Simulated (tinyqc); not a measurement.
Worked calculation: CID on RHF in the 6-31g basis, for H2, spin multiplicity 1. Computed by tinyqc, a small Python program that keeps every step (integrals from PySCF). Settings: charge = 0, multiplicity = 1, basis = 6-31g, method = RHF, energy threshold = 1e-10, iteration cap = 70, orthogonalisation = symmetric, start = atomic densities, DIIS depth = 6, ci = CID. Command: `OMP_NUM_THREADS=1 python tinyqc.py 30840 30841 out.jsonl` (the two numbers bound the seeds that draw the settings). One thread of a shared host (Intel(R) Xeon(R) Processor @ 2.60GHz), about 0.09 s of CPU time with the checks. The early iterations of the SCF are left out here.

## One-electron integrals

Geometry (angstrom):
```
atom         x         y         z
H     0.000000  0.000000  0.000000
H     0.000000  0.000000  0.981000
```

Basis 6-31g: exponents (1/bohr^2) and contraction coefficients of normalised primitives:
```
element  l (shell)   exponent  coefficient
H            s (1)  18.731137     0.033495
H            s (1)   2.825394     0.234727
H            s (1)   0.640122     0.813757
H            s (2)   0.161278     1.000000
```

Overlap, kinetic and nuclear-attraction integrals over the contracted functions; the nuclear repulsion is the sum of Za Zb / Rab.

nuclear repulsion = 0.53942631 hartree

overlap S, order 1H 1s, 1H 2s, 2H 1s, 2H 2s:
$$\begin{pmatrix}
1.000000 & 0.658292 & 0.265719 & 0.419052 \\
0.658292 & 1.000000 & 0.419052 & 0.757958 \\
0.265719 & 0.419052 & 1.000000 & 0.658292 \\
0.419052 & 0.757958 & 0.658292 & 1.000000
\end{pmatrix}$$

kinetic energy T (hartree), order 1H 1s, 1H 2s, 2H 1s, 2H 2s:
$$\begin{pmatrix}
1.395678 & 0.259735 & 0.037927 & 0.115268 \\
0.259735 & 0.241917 & 0.115268 & 0.149486 \\
0.037927 & 0.115268 & 1.395678 & 0.259735 \\
0.115268 & 0.149486 & 0.259735 & 0.241917
\end{pmatrix}$$

nuclear attraction V (hartree), order 1H 1s, 1H 2s, 2H 1s, 2H 2s:
$$\begin{pmatrix}
-2.191581 & -1.091446 & -0.527483 & -0.717412 \\
-1.091446 & -1.106648 & -0.717412 & -0.888729 \\
-0.527483 & -0.717412 & -2.191581 & -1.091446 \\
-0.717412 & -0.888729 & -1.091446 & -1.106648
\end{pmatrix}$$

core Hamiltonian H = T + V (hartree), order 1H 1s, 1H 2s, 2H 1s, 2H 2s:
$$\begin{pmatrix}
-0.795902 & -0.831710 & -0.489556 & -0.602144 \\
-0.831710 & -0.864732 & -0.602144 & -0.739243 \\
-0.489556 & -0.602144 & -0.795902 & -0.831710 \\
-0.602144 & -0.739243 & -0.831710 & -0.864732
\end{pmatrix}$$

## Two-electron integrals

Functions are numbered as in S; the eight-fold symmetry (ij|kl) = (ji|kl) = (kl|ij) leaves the list below.

Two-electron integrals (ij|kl) in chemists' order, unique and non-zero (hartree):
```
(11|11) 1.076566   (21|11) 0.578470   (21|21) 0.329423   (22|11) 0.587396
(22|21) 0.361304   (22|22) 0.453150   (31|11) 0.217122   (31|21) 0.126328
(31|22) 0.142557   (31|31) 0.065937   (32|11) 0.246794   (32|21) 0.153368
(32|22) 0.193987   (32|31) 0.086777   (32|32) 0.132390   (33|11) 0.528450
(33|21) 0.337578   (33|22) 0.446200   (33|31) 0.217122   (33|32) 0.358809
(33|33) 1.076566   (41|11) 0.358809   (41|21) 0.205557   (41|22) 0.227595
(41|31) 0.086777   (41|32) 0.108354   (41|33) 0.246794   (41|41) 0.132390
(42|11) 0.412850   (42|21) 0.256304   (42|22) 0.328243   (42|31) 0.116053
(42|32) 0.169330   (42|33) 0.412850   (42|41) 0.169330   (42|42) 0.260335
(43|11) 0.337578   (43|21) 0.214184   (43|22) 0.283087   (43|31) 0.126328
(43|32) 0.205557   (43|33) 0.578470   (43|41) 0.153368   (43|42) 0.256304
(43|43) 0.329423   (44|11) 0.446200   (44|21) 0.283087   (44|22) 0.381695
(44|31) 0.142557   (44|32) 0.227595   (44|33) 0.587396   (44|41) 0.193987
(44|42) 0.328243   (44|43) 0.361304   (44|44) 0.453150
```

## Orthogonalisation

S = U s U^T; symmetric (Loewdin) form X = U s^(-1/2) U^T, so that X^T S X = 1.

eigenvalues of S: [0.144926, 0.406739, 0.831398, 2.616937]

X, order 1H 1s, 1H 2s, 2H 1s, 2H 2s:
$$\begin{pmatrix}
1.256013 & -0.498113 & -0.057169 & 0.035129 \\
-0.498113 & 1.698820 & 0.035129 & -0.711514 \\
-0.057169 & 0.035129 & 1.256013 & -0.498113 \\
0.035129 & -0.711514 & -0.498113 & 1.698820
\end{pmatrix}$$

## Iteration 5 (converged): orbitals

converged F (hartree), order 1H 1s, 1H 2s, 2H 1s, 2H 2s:
$$\begin{pmatrix}
0.079869 & -0.435178 & -0.426888 & -0.426543 \\
-0.435178 & -0.315607 & -0.426543 & -0.364010 \\
-0.426888 & -0.426543 & 0.079869 & -0.435178 \\
-0.426543 & -0.364010 & -0.435178 & -0.315607
\end{pmatrix}$$

Diagonalise F' = X^T F X, C = X C', fill 1 alpha and 1 beta electrons from the bottom; D = 2 C_occ C_occ^T. Each column has its largest component positive (the first on a tie).

F' = X^T F X (hartree):
$$\begin{pmatrix}
0.605949 & -0.574127 & -0.293783 & -0.127274 \\
-0.574127 & 0.249220 & -0.127274 & -0.198280 \\
-0.293783 & -0.127274 & 0.605949 & -0.574127 \\
-0.127274 & -0.198280 & -0.574127 & 0.249220
\end{pmatrix}$$

orbital energies (hartree): MO1 -0.531906, MO2 0.172810, MO3 0.895011, MO4 1.174422

coefficients C, order 1H 1s, 1H 2s, 2H 1s, 2H 2s:
$$\begin{pmatrix}
0.289991 & 0.165054 & 0.861217 & -0.988511 \\
0.327709 & 1.254504 & -0.697976 & 1.213774 \\
0.289991 & -0.165054 & 0.861217 & 0.988511 \\
0.327709 & -1.254504 & -0.697976 & -1.213774
\end{pmatrix}$$

D after iteration 5, order 1H 1s, 1H 2s, 2H 1s, 2H 2s:
$$\begin{pmatrix}
0.168190 & 0.190066 & 0.168190 & 0.190066 \\
0.190066 & 0.214787 & 0.190066 & 0.214787 \\
0.168190 & 0.190066 & 0.168190 & 0.190066 \\
0.190066 & 0.214787 & 0.190066 & 0.214787
\end{pmatrix}$$

## Convergence

Stop when the energy changes by less than 1e-10 hartree and every element of the error matrix X^T (F D S - S D F) X is below 3e-06.

Course of the cycle:
```
iteration  E (hartree)     change  largest element of the error matrix
1          -0.75729040          -                             8.86e-02
2          -1.09795141  -3.41e-01                             1.34e-02
3          -1.09823604  -2.85e-04                             2.54e-03
4          -1.09824672  -1.07e-05                             5.48e-07
5          -1.09824672  -4.23e-13                             2.13e-07
```

PySCF RHF in the same basis = -1.09824672 hartree

Converged in 5 iterations.

## Integrals over molecular orbitals

(pq|rs) = sum C_ip C_jq C_kr C_ls (ij|kl), one index at a time.

one-electron integrals over orbitals h = C^T H C (hartree):
$$\begin{pmatrix}
-1.105768 & 0.000000 & -0.137217 & 0.000000 \\
0.000000 & -0.601810 & 0.000000 & 0.195192 \\
-0.137217 & 0.000000 & -0.022043 & 0.000000 \\
0.000000 & 0.195192 & 0.000000 & 0.133314
\end{pmatrix}$$

Two-electron integrals over orbitals (pq|rs), unique and non-zero (hartree):
```
(11|11) 0.573862    (21|21) 0.104885    (22|11) 0.439753    (22|22) 0.399220
(31|11) 0.137217    (31|22) 0.066368    (31|31) 0.095646    (32|21) 0.006308
(32|32) 0.036327    (33|11) 0.506350    (33|22) 0.399618    (33|31) 0.118634
(33|33) 0.471280    (41|21) -0.080778   (41|32) -0.046195   (41|41) 0.112899
(42|11) -0.137985   (42|22) -0.070435   (42|31) -0.080502   (42|33) -0.116396
(42|42) 0.080932    (43|21) -0.115992   (43|32) -0.032992   (43|41) 0.125444
(43|43) 0.168372    (44|11) 0.577003    (44|22) 0.447706    (44|31) 0.173320
(44|33) 0.533115    (44|42) -0.163432   (44|44) 0.639988
```

## CID: determinants and Hamiltonian

Hartree-Fock energy = -1.09824672 hartree

Slater-Condon rules over spin orbitals, with the nuclear repulsion added and E(HF) subtracted on the diagonal.

Occupation strings over the orbitals (2 doubly, a alpha, b beta, 0 empty; spin orbitals ordered 1a 1b 2a 2b ...): 2000 0200 0ab0 0a0b 0ba0 0020 00ab 0b0a 00ba 0002

H - E(HF) between determinants (hartree):
```
           2000       0200       0ab0       0a0b       0ba0       0020       00ab       0b0a
2000   0.000000   0.104885   0.000000  -0.080778   0.000000   0.095646   0.000000   0.080778
0200   0.104885   0.833274   0.000000   0.124757   0.000000   0.036327   0.000000  -0.124757
0ab0   0.000000   0.000000   1.413438   0.000000  -0.036327   0.000000  -0.032992   0.000000
0a0b  -0.080778   0.124757   0.000000   1.616884   0.000000  -0.032992   0.000000  -0.080932
0ba0   0.000000   0.000000  -0.036327   0.000000   1.413438   0.000000  -0.078796   0.000000
0020   0.095646   0.036327   0.000000  -0.032992   0.000000   2.064868   0.000000   0.032992
00ab   0.000000   0.000000  -0.032992   0.000000  -0.078796   0.000000   2.282059   0.000000
0b0a   0.080778  -0.124757   0.000000  -0.080932   0.000000   0.032992   0.000000   1.616884
00ba   0.000000   0.000000  -0.078796   0.000000  -0.032992   0.000000  -0.168372   0.000000
0002   0.112899   0.080932   0.000000   0.031760   0.000000   0.168372   0.000000  -0.031760

           00ba       0002
2000   0.000000   0.112899
0200   0.000000   0.080932
0ab0  -0.078796   0.000000
0a0b   0.000000   0.031760
0ba0  -0.032992   0.000000
0020   0.000000   0.168372
00ab  -0.168372   0.000000
0b0a   0.000000  -0.031760
00ba   2.282059   0.000000
0002   0.000000   2.544290
```

## CID: roots

Diagonalise (each vector has its largest component positive (the first on a tie)); all determinants have Ms = 0, so triplets appear too. The lowest singlet root is the correlation energy.

lowest roots of this matrix, relative to E(HF) (hartree): [-0.031003, 0.811203, 1.360519, 1.447673, 1.535952, 1.724037, 2.025279, 2.130279]

lowest vectors, order 2000, 0200, 0ab0, 0a0b, 0ba0, 0020, 00ab, 0b0a, 00ba, 0002:
$$\begin{pmatrix}
0.986856 & 0.139417 & 0.000000 & 0.000000 \\
-0.130628 & 0.972708 & 0.000000 & 0.000000 \\
0.000000 & 0.000000 & 0.699445 & 0.706370 \\
0.055511 & -0.123972 & 0.000000 & 0.000000 \\
0.000000 & 0.000000 & 0.699445 & -0.706370 \\
-0.037968 & -0.039148 & 0.000000 & 0.000000 \\
0.000000 & 0.000000 & 0.103814 & -0.032266 \\
-0.055511 & 0.123972 & 0.000000 & 0.000000 \\
0.000000 & 0.000000 & 0.103814 & 0.032266 \\
-0.038045 & -0.046159 & 0.000000 & 0.000000
\end{pmatrix}$$

<S^2> of these roots: [0.000000, 0.000000, 2.000000, 0.000000, 2.000000, 0.000000, 0.000000, 2.000000]

weight of the ground state by excitation level 0, 1, 2, ...: [0.973884, 0.000000, 0.026116]
